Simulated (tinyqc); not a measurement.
Miniband width against barrier thickness: short-period [001] superlattice in sp3s* tight binding.

Planes alternate anion, cation along [001], a/4 apart; at zero in-plane momentum s, pz, s* form one block. All levels of A are shifted so that its Ev (lower root of [[Epa, Vxx], [Vxx, Epc]]) is 0, and those of B so that its Ev is -dEv. A monolayer is an anion plane and the cation plane above it; an anion between unlike cations takes the mean of the two anion levels; each bond takes the couplings of its cation. Block from an anion to the cation above: U with Vss/2 (s,s), Vsapc/2 (s,z), -Vscpa/2 (z,s), Vxx/2 (z,z), Vxapc/2 (s*,z), -Vpaxc/2 (z,s*); to the cation below: the same with the s-z and s*-z signs reversed. The cell of n + m monolayers is closed with the phase exp(2 pi i q). No spin-orbit coupling. In this block 2 (n + m) levels are filled.

For the two lowest empty levels at q = 0: energy, share of the cation weight on A, and Gamma character, the share of the cation amplitudes with Fourier index |j|/(n + m) < 1/4 along the stack (near 1: Gamma-like, near 0: folded from X).

Parameters, chosen for this exercise (A near a published set for GaAs, B for AlAs; the results hold for these values, not for the real material):
```
symbol  value                                                                                         unit      meaning
pA      (-8.332, 1.044, -2.654, 3.662, 8.592, 6.736, -6.46, 1.961, 5.086, 4.469, 5.79, 4.851, 4.819)  eV        order Esa, Epa, Esc, Epc, Exa, Exc, Vss, Vxx, Vxy, Vsapc, Vscpa, Vxapc, Vpaxc
pB      (-7.513, 0.983, -1.162, 3.582, 7.476, 6.724, -6.651, 1.882, 4.28, 5.102, 5.509, 4.525, 4.99)  eV        the same for B
dEv     0.48                                                                                          eV        valence offset: Ev(B) lies this far below Ev(A)
nw      15                                                                                                      monolayers of A
a       5.653                                                                                         angstrom  lattice constant, taken common; strain is left out
```

nw monolayers of A and m of B; lowest empty level at q = 0 and q = 1/2. The decay constant is ln(width(4)/width(6)) over two monolayers, each a/2 thick.

Lowest miniband:
```
m  E(q = 0) (eV)  E(q = 1/2) (eV)  width (meV)  Gamma character
1         1.6075           1.6986       91.139             0.99
2         1.6307           1.6843       53.646             1.00
3         1.6430           1.6747       31.679             1.00
4         1.6498           1.6688       18.968             1.00
5         1.6539           1.6650       11.101             1.00
6         1.6562           1.6629        6.649             1.00
8         1.6584           1.6607        2.320             1.00
```

decay constant = 0.1854 1/angstrom

What does the comparison show, and why?

The width falls from 91.1 to 2.32 meV, as exp(-kappa d) with kappa = 0.185 1/angstrom, which stands for the decay constant of the barrier at this energy: each monolayer costs a factor 1.69. The level at q = 0 rises by 51 meV towards that of a single well.

(tinyqc, `OMP_NUM_THREADS=1 python tinyqc.py 1452688 1452689 out.jsonl`, Intel(R) Xeon(R) Processor @ 2.30GHz, 1 thread, shared host, about 0.4 s.)
